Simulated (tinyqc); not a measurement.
# One rectangular barrier with mass mismatch, transfer matrices: two studies

One electron of energy E comes from the left lead (band edge 0); no transverse momentum. Parabolic bands, masses in units of m0, C = hbar^2/(2 m0); psi and psi'/m are continuous at every interface. The right lead equals the left one.

Parameters, values chosen for the exercise; masses and offsets close to those of silicon wells and oxide barriers: mass in the left lead mL = 0.27 m0; barrier height U1 = 3.2 eV; barrier mass m1 = 0.49 m0; barrier width d1 = 0.4 nm; electron energy E = 0.42 eV.

Constants: q = 1.602176634e-19 C, hbar = 1.054571817e-34 J s, m0 = 9.1093837015e-31 kg, hbar^2/(2 m0) = 0.0380998212 eV nm^2. Results are converted to the units shown.

Each table varies one quantity; the others keep the values above.

## Effect of the barrier mass and of the matching rule

For the pair (psi, psi'/m) a flat layer has M = [[cos kd, (m/k) sin kd], [-(k/m) sin kd, cos kd]] with k = sqrt(m (E - U)/C) above its edge U, and M = [[cosh Kd, (m/K) sinh Kd], [(K/m) sinh Kd, cosh Kd]] with K = sqrt(m (U - E)/C) below it. The matrices are multiplied with later layers to the left. With M acting on (psi, psi'/m) and v = k/m in each lead, T(E) = 4 vL vR/[(vL vR M12 - M21)^2 + (vR M11 + vL M22)^2]. The second column matches psi and psi' without the mass (every m outside k and K set to 1), which is not the envelope-function rule when the masses differ.

Results:
```
m1 (m0)  T(E), psi'/m matched  T(E), psi' matched   ratio
0.18                  0.07581              0.1294   1.707
0.23                  0.06179             0.07699   1.246
0.37                  0.03544             0.02260  0.6378
0.46                  0.02514             0.01171  0.4659
0.58                  0.01617            0.005425  0.3355
0.73                 0.009560            0.002344  0.2452
0.92                 0.005099            9.278e-4  0.1820
```

Estimate the missing row, m1 = 0.29 m0.

Computed row:
```
m1 (m0)  T(E), psi'/m matched  T(E), psi' matched   ratio
0.29                  0.04854             0.04390  0.9044
```

With this row back in the table: With psi'/m matched, T(E) falls from 0.0758 to 0.00510. The other rule gives 1.71 times that in the first row and 0.182 times in the last; the two rules coincide at m1 = mL = 0.27. In every row a layer is thinner than 0.8 nm, a few atomic planes, where an effective mass is a rough description.

## Effect of the barrier width

Same model as above.

For a thick barrier T(E) tends to c exp(-2Kd), c = 16 g^2/(1 + g^2)^2, g = (K/m1)/vL.

Results:
```
d1 (nm)     K d      T(E)  c exp(-2Kd)
0.05     0.2990    0.8800        1.486
0.13     0.7773    0.4785       0.5708
0.2       1.196    0.2304       0.2472
0.28      1.674   0.09255      0.09494
0.36      2.153   0.03612      0.03647
0.51      3.050  0.006057     0.006066
0.59      3.528  0.002329     0.002330
0.67      4.006  8.950e-4     8.953e-4
```

Estimate the missing row, d1 = 0.44 nm.

Computed row:
```
d1 (nm)    K d     T(E)  c exp(-2Kd)
0.44     2.631  0.01396      0.01401
```

With this row back in the table: T(E) falls from 0.880 to 8.95e-4. Here g = 1.91 and c = 2.70. The thick-barrier form is 69 % above the exact value at Kd = 0.30 and 0.023 % above it at Kd = 4.0; at the end T(E) loses 5.19 decades a nanometre, against 2K/ln 10 = 5.19. In every row a layer is thinner than 0.8 nm, a few atomic planes, where an effective mass is a rough description.

Range of the model: Masses are held fixed, although real bands cease to be parabolic a few tenths of an eV from their edges (inside a barrier too).

tinyqc, about 0.01 s, one thread, Intel Xeon 2.30GHz (shared host): `OMP_NUM_THREADS=1 python tinyqc.py 2560103 2560104 out.jsonl`
